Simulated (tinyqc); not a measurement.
Threshold of a short bulk MOSFET: charge sharing, barrier lowering, narrow width: two steps of the calculation.

n-channel device on a p-type body, depletion approximation, full ionisation. Uniform doping N = Na. Vbi from Boltzmann statistics is rough for the degenerate source. Cox = eps0 eox/tox.

Values chosen for this exercise; band and dielectric values close to those of silicon:
- T = 400 K (temperature)
- Eg = 1.12 eV (band gap)
- eps_r = 11.5 (relative permittivity)
- Nc = 4.26e19 cm^-3 (conduction-band density of states at T)
- Nv = 4.03e19 cm^-3 (valence-band density of states at T)
- eox = 22.5 (relative permittivity of the gate insulator (close to hafnium oxide))
- tox = 5.4 nm (insulator thickness)
- Na = 2.1e17 cm^-3 (channel doping)
- Nsd = 1e20 cm^-3 (source and drain doping)
- Vfb = -0.76 V (flat-band voltage for the doping Na)
- xj = 14 nm (junction depth)
- Vbs = 0 V (body-source voltage)
- Vds = 1 V (drain-source voltage)
- W = 290 nm (gate width)
- xw = 0 (shape factor of the fringing depletion at the width edges)
- L = 150 nm (channel length)

Constants: q = 1.602176634e-19 C, kB = 1.380649e-23 J/K, Vt = kB T/q, eps0 = 8.8541878128e-14 F/cm where lengths are in cm. Results are converted to the units shown.

Question 1. Long-channel threshold and scales. ni = sqrt(Nc Nv) exp(-Eg/(2 Vt)), Eg in volts; 2 pB = 2 Vt ln(N/ni); flat band Vfb - Vt ln(N/Na); Wd = sqrt(2 eps0 eps_r (2 pB - Vbs)/(q N)); body term q N Wd/Cox; long-channel VT0 = flat band + 2 pB + body term; Vbi = Vt ln(N Nsd/ni^2); scale length l = sqrt((eps_r/eox) tox Wd).

Wanted: N; 2 pB; flat band; Wd; body term; VT0; Vbi; l.

Answer 1.

N = 2.1000e17 cm^-3
2 pB = 0.75568 V
flat band = -0.76000 V
Wd = 67.630 nm
body term = 0.061678 V
VT0 = 0.057355 V
Vbi = 0.96821 V
l = 13.662 nm

Question 2. Short-channel and narrow-width shifts. Charge sharing (trapezoid; it ignores Vds): F = (xj/L)(sqrt(1 + 2 Wd/xj) - 1), lowering = body term times F. Barrier lowering: th = exp(-L/(2 l)) + 2 exp(-L/l), lowering = th [2 (Vbi - 2 pB) + Vds], DIBL = th. Narrow width: rise = body term times xw Wd/W. VT by each model = VT0 - lowering + rise.

2 pB = 0.75567634 V
Wd = 67.630306 nm
body term = 0.061678464 V
VT0 = 0.057354807 V
Vbi = 0.96820797 V
l = 13.662344 nm

Wanted: F; lowering by charge sharing; th; lowering of the barrier; DIBL; narrow-width rise; VT, charge sharing; VT, barrier lowering.

Answer 2.

F = 0.2114
lowering by charge sharing = 13.04 mV
th = 0.004164
lowering of the barrier = 5.934 mV
DIBL = 4.164 mV/V
narrow-width rise = 0 mV
VT, charge sharing = 0.04431 V
VT, barrier lowering = 0.05142 V

L is 11.0 scale lengths. The charge-sharing lowering is 2.20 times the barrier lowering; the first falls off as 1/L and the second exponentially. Both describe the same loss of gate control, so they are alternatives and are not added.

Program tinyqc, `OMP_NUM_THREADS=1 python tinyqc.py 2002025 2002026 out.jsonl`; Intel Xeon 2.30GHz, shared host, one thread, about 0.01 s.
